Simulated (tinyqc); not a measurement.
Alloy A(1-x)B(x) by interpolation with bowing, step by step. Values are carried at full precision from step to step, so a last printed digit may differ when a step is redone from the rounded ones.

Each gap follows E(x) = (1 - x) E_A + x E_B - C x (1 - x); the lattice constant follows Vegard, a(x) = (1 - x) a_A + x a_B.

Constants: hc = 1239.841984 eV nm; kB = 8.617333262e-05 eV/K.

Values chosen for the exercise (A near GaAs, B near AlAs; not measured data):
```
symbol  value                 unit      meaning
a       (5.661, 5.668)        angstrom  lattice constant of A, B
x       0.5                             fraction of B
Eg      (1.506, 3.143)        eV        gap at Gamma to the s-like level of A, B
EgX     (1.968, 2.256)        eV        gap to the lowest valley along Gamma-X of A, B
EgL     (1.817, 2.438)        eV        gap to L of A, B
C       (0.337, 0.047, 0)     eV        bowing of the Gamma, X and L gaps
Dso     (0.345, 0.283)        eV        spin-orbit splitting of A, B
Ep      (25.9, 21.3)          eV        Kane energy of A, B
me      (0.0669, 0.1509)      m0        electron mass at Gamma of A, B
Cs      0                     eV        bowing of Dso
md      (0.1049, 0.74, 0.63)  m0        density-of-states masses of Gamma, all X and all L valleys
T       400                   K         temperature
```

## Gaps and lattice constant at x

Also give the wavelength hc/E of the lowest gap.

a(x) = 5.6645 angstrom

linear parts (eV): Gamma 2.3245, X 2.1120, L 2.1275

bowing terms C x (1 - x) (eV): Gamma 0.0843, X 0.0118, L 0.0000

gaps (eV): Gamma 2.2403, X 2.1002, L 2.1275

wavelength of the lowest gap = 590.3 nm

The lowest valley is X, so the gap is indirect; the next, L, lies 27 meV higher.

## Where the valleys cross

The difference of two gaps is a quadratic q2 x^2 + q1 x + q0 with q2 = C_i - C_j, q1 = (E_B - E_A - C)_i - (E_B - E_A - C)_j, q0 = E_A,i - E_A,j; give its roots between 0 and 1 (a dash: none).

Crossings:
```
pair        q2      q1      q0  first root  second root
Gamma-X  0.290   1.059  -0.462      0.3938            -
Gamma-L  0.337   0.679  -0.311      0.3846            -
X-L      0.047  -0.380   0.151      0.4191            -
```

The lowest valley changes at x = 0.385 (Gamma to L, gap 2.056 eV) and x = 0.419 (L to X, gap 2.077 eV). The middle valley is lowest only in a narrow window, which small changes of the inputs would close. The other crossings lie above the lowest valley.

## Electron mass of the alloy

Mass at Gamma from the Kane formula 1/m = F + Ep (Eg + 2 Dso/3)/(Eg (Eg + Dso)). F is fixed by the masses of A and B and interpolated linearly, as is Ep; Eg and Dso carry their bowing.

Compare with the linear interpolation of the masses.

F of A, B: [-1.1817, 0.0365]

Ep, Eg, Dso at x (eV): [23.6000, 2.2403, 0.3140]

m(x) from the Kane formula = 0.1049 m0
m(x) linear = 0.1089 m0

The Kane value lies 3.6 % below the linear one. The Gamma valley is not the lowest at this x.

## Shares of the electrons in the valleys

Non-degenerate: n_i proportional to md_i^(3/2) exp(-E_i/kT).

md^(3/2): Gamma 0.0340, X 0.6366, L 0.5000

(E - E_min)/kT: Gamma 4.06, X 0.00, L 0.79

shares: Gamma 0.001, X 0.737, L 0.263

X holds most electrons (73.7 %).

## Checks

- The Gamma and X gaps at their crossing x = 0.3938 (eV): both 2.0702.
- The Gamma and L gaps at their crossing x = 0.3846 (eV): both 2.0558.
- The X and L gaps at their crossing x = 0.4191 (eV): both 2.0773.

Computed by tinyqc, a small Python program: `OMP_NUM_THREADS=1 python tinyqc.py 1080347 1080348 out.jsonl` (the numbers bound the seed that draws the inputs); one thread of a shared host (Intel(R) Xeon(R) Processor @ 2.30GHz), about 0.01 s for the whole set of steps.
